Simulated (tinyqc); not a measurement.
Worked calculation: CIS on RHF in the sto-3g basis, for H2, spin multiplicity 1. One step of it, computed by the program tinyqc.

Task: CIS matrix, triplets. A(ia,jb) = (e_a - e_i) d_ij d_ab - (ij|ab).

orbital energies (hartree): MO1 -0.520826, MO2 0.535456

Two-electron integrals over orbitals (pq|rs), unique and non-zero (hartree):
```
p,q,r,s,(pq|rs)
1,1,1,1,0.646222
2,1,2,1,0.190025
2,2,1,1,0.638513
2,2,2,2,0.671005
```

Give: CIS matrix A, triplet.

Result:

CIS matrix A, triplet (hartree):
```
,1>2
1>2,0.418
```
